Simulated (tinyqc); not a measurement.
Regular and subregular solution with a miscibility gap: one step, computed by the program tinyqc.

Per mole of mixing sites: G(x) = x (1 - x) [L0 + L1 (1 - 2x)] + R T [x ln x + (1 - x) ln(1 - x)], x the fraction of B.

Question. Critical point. The spinodal is G'' = 0, R T_s(x) = x (1 - x) [2 L0 + 6 L1 (1 - 2x)]; the critical point is its maximum.

Inputs (values chosen for the exercise, for a model alloy): asymmetry L1 = 5.5 kJ/mol.

L0 = 37 kJ/mol

Constants: R = 8.314462618 J/(mol K).

Give: critical composition x_c; critical temperature T_c.

Answer.

critical composition x_c = 0.40149

critical temperature T_c = 2326.6 K

L1 > 0 moves the top of the gap to the A-rich side and raises it by 101.5 K over L0/(2 R). Caution: a real alloy may melt or decompose below this critical temperature.
